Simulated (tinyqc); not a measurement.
Worked calculation: Pariser-Parr-Pople SCF with singles CI, for the molecule [CH2+]c1cccc(C=O)c1 (SMILES; centres numbered as the heavy atoms are written). One step of it, computed by the program tinyqc.

Question. Iteration 1: orbitals and new P. Diagonalise F (the basis is taken as orthonormal) and form P = 2 sum c c over the lowest orbitals.

F (eV), lower triangle:
```
,1C,2C,3C,4C,5C,6C,7C,8O,9C
1C,-10.833200
2C,-4.096397,-11.234785
3C,-0.556508,-3.785210,-10.257521
4C,0.166929,0.000000,-4.269428,-9.808528
5C,0.375939,0.383767,-0.278229,-4.133092,-9.535161
6C,0.147151,0.000000,0.473444,0.000000,-3.961097,-9.808536
7C,0.000000,0.052695,0.000000,0.072476,0.000000,-3.463719,-8.943082
8O,-0.062647,0.000000,-0.203488,0.000000,0.413210,0.000000,-5.046556,-14.207946
9C,-0.556467,-3.822215,0.278229,0.497537,-0.278187,-4.134476,0.000000,0.409021,-10.257270
```

pi electrons, sum of z_r less the charge = 8

Give: orbital energies; P after iteration 1.

Answer.

orbital energies (eV): -18.8195  -17.6869  -15.7910  -14.9979  -9.4146  -6.9974  -5.1340  -4.1008  -1.9439

P after iteration 1, lower triangle:
```
,1C,2C,3C,4C,5C,6C,7C,8O,9C
1C,0.5386
2C,0.7113,1.0070
3C,0.2689,0.4731,0.8524
4C,-0.1383,-0.0018,0.7206,0.9582
5C,-0.2930,-0.1834,0.2116,0.6226,0.7762
6C,-0.1271,-0.0050,-0.2562,0.0262,0.5762,0.9774
7C,-0.0318,-0.0303,-0.0659,-0.0284,0.0950,0.3573,0.6085
8O,0.0560,0.0031,0.1222,-0.0067,-0.1804,-0.0108,0.8296,1.4607
9C,0.2890,0.4853,-0.1820,-0.2661,0.1565,0.6761,0.1211,-0.2206,0.8210
```
